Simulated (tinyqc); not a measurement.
# Electron continuity equation in a given potential, Scharfetter-Gummel discretisation, step by step

Program tinyqc, `OMP_NUM_THREADS=1 python tinyqc.py 2220010 2220011 out.jsonl`; Intel Xeon 2.30GHz, shared host, one thread, about 0.01 s. Printed values are rounded.

Steady state in one dimension: J = q mu n E + q D dn/dx with E = -dpsi/dx and D = mu Vt, dJ/dx = 0, fixed densities nL and nR at the ends. The potential is given, psi = U x/L, and is not changed by the electrons.

Values chosen for this exercise; mobility close to that of gallium phosphide at room temperature: temperature T = 250 K; electron mobility mu = 248 cm^2/(V s); length of the region L = 11 um; density at x = 0 nL = 4.8e12 cm^-3; density at x = L nR = 5.1e13 cm^-3; potential difference psi(L) - psi(0) U = 0.13 V.

Constants: q = 1.602176634e-19 C, kB = 1.380649e-23 J/K, Vt = kB T/q. Results are converted to the units shown.

## Potential on the mesh

12 equal intervals, h = L/12; psi = U x/L.

psi, node 0 to 12 (V): 0.000000  0.010833  0.021667  0.032500  0.043333  0.054167  0.065000  0.075833  0.086667  0.097500  0.108333  0.119167  0.130000

## Bernoulli factors

d_i = (psi_(i+1) - psi_i)/Vt; B(d) = d/(exp(d) - 1), B(0) = 1. The flux on interval i is J_i = (q D/h) [n_(i+1) B(d_i) - n_i B(-d_i)].

```
interval       d_i    B(d_i)  B(-d_i)
0         0.502862  0.769553  1.27242
1         0.502862  0.769553  1.27242
2         0.502862  0.769553  1.27242
3         0.502862  0.769553  1.27242
4         0.502862  0.769553  1.27242
5         0.502862  0.769553  1.27242
6         0.502862  0.769553  1.27242
7         0.502862  0.769553  1.27242
8         0.502862  0.769553  1.27242
9         0.502862  0.769553  1.27242
10        0.502862  0.769553  1.27242
11        0.502862  0.769553  1.27242
```

The largest |d_i| is 0.503, below 2, so central differences would also keep densities positive.

## Tridiagonal system for the inner nodes

Row i (1 to 11): B(-d_(i-1)) n_(i-1) + b_i n_i + B(d_i) n_(i+1) = f_i with b_i = -B(-d_i) - B(d_(i-1)) and f_i = 0; the known end values are moved to the right: f_1 loses B(-d_0) nL and f_11 loses B(d_11) nR. h = L/12, D = mu Vt.

```
node  diagonal b  right side f (cm^-3)
1       -2.04197           -6.10759e12
2       -2.04197                     0
3       -2.04197                     0
4       -2.04197                     0
5       -2.04197                     0
6       -2.04197                     0
7       -2.04197                     0
8       -2.04197                     0
9       -2.04197                     0
10      -2.04197                     0
11      -2.04197           -3.92472e13
```

## Densities and current

B(d_i) and B(-d_i) are the Bernoulli factors of the potential steps, b and f the diagonal and right side. Solve B(-d_(i-1)) n_(i-1) + b_i n_i + B(d_i) n_(i+1) = f_i (end values already in f), then J_i = (q D/h) [n_(i+1) B(d_i) - n_i B(-d_i)], h = L/12, D = mu Vt.

n, node 0 to 12 (cm^-3): 4.8e12  4.87248e12  4.99232e12  5.19047e12  5.51809e12  6.05981e12  6.95551e12  8.43649e12  1.08852e13  1.49341e13  2.16287e13  3.26978e13  5.1e13
J, interval 0 to 11 (A/cm^2): -0.0220192  -0.0220192  -0.0220192  -0.0220192  -0.0220192  -0.0220192  -0.0220192  -0.0220192  -0.0220192  -0.0220192  -0.0220192  -0.0220192

Without sources J is the same on every interval. A mesh 200 times finer gives the same densities: for a potential that is linear on each interval and no sources the scheme is exact.
